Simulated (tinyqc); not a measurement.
Deformation potentials from a strained empirical pseudopotential, step by step. Values are carried at full precision from step to step, so a last printed digit may differ when a step is redone from the rounded ones.

Diamond lattice, no spin-orbit coupling. Atomic form factor V(q) = a1 (q^2 - a2)/(a3 exp(a4 q^2) - 1) in rydberg with q in 1/bohr, for the unstrained cell. Under a strain e the reciprocal vectors and k go over into (1 + e)^(-1) G, the atoms sit at +/- tau with tau = (1 + e) a (1,1,1)/8 - zeta a (eyz, ezx, exy)/4, and H(G,G') = c |k + G|^2 delta + (V(q)/det(1 + e)) cos(q.tau), q = G - G', with the term q = 0 left out; c = hbar^2/2m0. The basis is fixed before straining: all G with |k + G|^2 up to 16 (2 pi/a)^2. k is given in units of 2 pi/a of the unstrained cell.

Constants: a0 (Bohr radius) = 0.5291772105 angstrom; hbar^2/2m0 = 3.80998211 eV angstrom^2; Ry = 13.60569312 eV.

Parameters, chosen for this exercise (a germanium-sized cell with gaps well above those of Ge; shifted at random, so the results belong to these values and not to a real crystal): a = 5.666 angstrom (lattice constant); A = (0.402, 2.428, 2.081, 0.46) (a1 (Ry bohr^2), a2 (1/bohr^2), a3, a4 (bohr^2)); h = 0.001 (size of the test strain); kD = 0.82 2 pi/a (position of the Delta minimum); zeta = 0.49 (internal-strain parameter).

## Form factors, unstrained and under a volume change

q^2 = n (2 pi/a)^2 a0^2 for the shells n = 3, 8, 11; for e = h 1, q^2 is divided by (1 + h)^2 and V by (1 + h)^3. Last column: the change divided by the relative change of volume, (1 + h)^3 - 1.

Form factors:

| n | q^2 (1/bohr^2) | V (Ry) | V expanded (Ry) | dV/(dVol/Vol) (Ry) |
|---|---|---|---|---|
| 3 | 1.03307 | -0.23893 | -0.23889 | 0.0133 |
| 8 | 2.75486 | 0.02056 | 0.02022 | -0.1157 |
| 11 | 3.78793 | 0.05022 | 0.04998 | -0.0797 |

## Gaps under a volume change

e = -h 1, 0, +h 1; gaps from the valence top to the s-like level at Gamma (level 5), and to level 5 at (kD,0,0) and (1/2,1/2,1/2).

Gaps (eV):

| gap | e = -h | e = 0 | e = +h |
|---|---|---|---|
| Gamma, s-like | 1.52665 | 1.50018 | 1.47375 |
| Delta | 1.21952 | 1.22211 | 1.22464 |
| L | 1.09194 | 1.08334 | 1.07472 |

## Hydrostatic deformation potentials

a = [E(+h) - E(-h)]/(3 ln((1 + h)/(1 - h))).

a of the gaps to Gamma, Delta, L (eV): -8.82  0.85  -2.87

Compression opens the Gamma gap, opens the L gap and closes the Delta gap. Only differences are defined here: the absolute shifts depend on the mean potential, which this model leaves out.

## Tetragonal strain

e = diag(-h/2, -h/2, h). Level 5 at (kD,0,0) and (0,0,kD), and levels 2 to 4 at Gamma, all from the mean of the three valence levels.

Delta x, Delta z (eV): 1.21824  1.22986

valence levels (eV): -0.00889  0.00445  0.00445

## Xu of the Delta valleys and b

For e = diag(-h/2, -h/2, h): E(Delta z) - E(Delta x) = Xu (ezz - exx), and without spin-orbit coupling E(Z) - E(X, Y) = 3 b (ezz - exx); Z is the single level, X and Y the pair.

Xu = 7.74 eV
b = -2.96 eV

Stretching along z raises the valleys on the z axis and lowers the Z valence state. One-sided differences carry an error of order h. A local potential fitted to band energies alone fixes these slopes only roughly; b tends to come out too large and Xu of L too small.

## Trigonal strain

exy = eyz = ezx = h, with the internal displacement. Level 5 at (1/2,1/2,1/2) and (1/2,-1/2,-1/2), and levels 2 to 4 at Gamma, from the mean of the three valence levels.

L [111], L [1-1-1] (eV): 1.10565  1.07588

valence levels (eV): -0.00985  0.00492  0.00492

## Xu of the L valleys and d

For the tensor strain exy = eyz = ezx = h: E(L [111]) - E(L [1-1-1]) = (8/3) Xu h, and E(single valence level) - E(pair) = 3 sqrt(3) d h. Find Xu and d.

Xu (L) = 11.17 eV
d = -2.84 eV

## Checks

- Level 5 at (kD,0,0) and (0,kD,0) under the tetragonal strain (eV): both 10.4022.

Computed by tinyqc, a small Python program: `OMP_NUM_THREADS=1 python tinyqc.py 1850766 1850767 out.jsonl` (the numbers bound the seed that draws the inputs); one thread of a shared host (Intel(R) Xeon(R) Processor @ 2.30GHz), about 0.2 s for the whole set of steps.
